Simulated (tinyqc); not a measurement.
Inside a calculation: free and nearly free electrons in a metal. Values are carried at full precision from step to step, so a last printed digit may differ when a step is redone from the rounded ones.

The cubic cell holds 4 atoms: n = 4 z/a^3, kF = (3 pi^2 n)^(1/3), EF = c kF^2/m, vF = 2 c kF/(m hbar), c = hbar^2/2m0; rs = (3/(4 pi n))^(1/3)/a0; D(EF) = 3 n/(2 EF).

Constants: hbar^2/2m0 = 3.80998211 eV angstrom^2; hbar = 6.58211957e-16 eV s; a0 (Bohr radius) = 0.5291772105 angstrom; kB = 8.617333262e-05 eV/K.

Values chosen for the exercise (near those of Al; shifted at random, so the results belong to these values and not to a real crystal): a = 4.039 angstrom (fcc lattice constant); z = 3 (free electrons an atom); m = 1 m0 (mass); rho = 2.71 micro-ohm cm (bulk resistivity); T = 300 K; V = 0.19 eV (|V_G| for G = (111)); x = 0.73 (k along G as a share of |G|/2).

## The Fermi sphere

Evaluate the free-electron quantities.

n = 0.18212 1/angstrom^3
kF = 1.7536 1/angstrom
EF = 11.716 eV
vF = 2.030e+06 m/s
rs = 2.068
D(EF) per atom = 0.3841 1/eV

## Relaxation time and mean free path

Drude: 1/rho = n e^2 tau/(m m0) with e = 1.602176634e-19 C and m0 = 9.1093837e-31 kg; mean free path l = vF tau; rho l = hbar kF/(n e^2) = 12 pi^3 hbar/(e^2 S) with S = 4 pi kF^2 does not depend on tau or m.

Use SI units: n in 1/m^3 (1e30 per 1/angstrom^3), rho in ohm m (1e-8 per micro-ohm cm).

tau = 7.19 fs
l = 14.60 nm
rho l = 3.956 1e-16 ohm m^2

Wires lose conductivity to surfaces and grain boundaries, with an excess that scales as rho l over the width and is of the order of rho itself at a width of l = 15 nm.

## Thermal quantities

gamma = (pi^2/3) kB^2 D(EF) per atom, times 96485.33 x 1e3 for mJ/(mol K^2); mu(T) = EF (1 - (pi kB T/EF)^2/12); Wiedemann-Franz kappa = L0 T/rho with L0 = (pi^2/3) (kB/e)^2, kB/e in V/K.

gamma = 0.905 mJ/(mol K^2)
mu - EF = -0.0469 meV
kappa = 270 W/(m K)

## The sphere against the zone faces

Take G = (hkl) 2 pi/a for (111), (200) and (220), with the number of equivalent faces. The Bragg plane of G lies at |G|/2 with |G| = (2 pi/a) sqrt(h^2 + k^2 + l^2). Where kF exceeds it, the sphere cuts the plane in a circle of radius sqrt(kF^2 - G^2/4).

Distance and circle for each G:
```
G      faces  |G|/2 (1/angstrom)  kF/(|G|/2)  circle radius
(111)      8              1.3472      1.3016         1.1225
(200)      6              1.5556      1.1273         0.8094
(220)     12              2.2000      0.7971              -
```

The sphere crosses the (111) and (200) faces, so electrons spill into higher zones.

## Two plane waves near the face

Two plane waves k and k - G, G = (111) (2 pi/a): H = [[c k^2/m, V], [V, c (k - G)^2/m]] with c = hbar^2/2m0.

Build H for k along G, diagonalise, and give the weight of the first wave in the lower state and its velocity along G relative to a free electron, (w k + (1 - w)(k - G))/k.

H (eV):
```
        1        2
1  3.6850   0.1900
2  0.1900  11.1533
```

levels (eV): 3.6802  11.1581

w = 0.9994
v/v_free = 0.9982

The splitting is 7.478 eV here and 2V = 0.38 eV on the face, where the normal velocity vanishes. There the lower band lies at 6.725 eV and the upper at 7.105 eV, both below the free EF of 11.716 eV: the face centre is filled in both bands and band 2 holds electrons here, while band 1 may keep holes at the zone corners.

## Checks

- Lower level against the closed form of the 2 x 2 problem (eV): both 3.6802.
- The product rho l against hbar kF/(n e^2) (1e-16 ohm m^2): both 3.956.

(tinyqc, `OMP_NUM_THREADS=1 python tinyqc.py 1650276 1650277 out.jsonl`, Intel(R) Xeon(R) Processor @ 2.30GHz, 1 thread, shared host, about 0.01 s.)
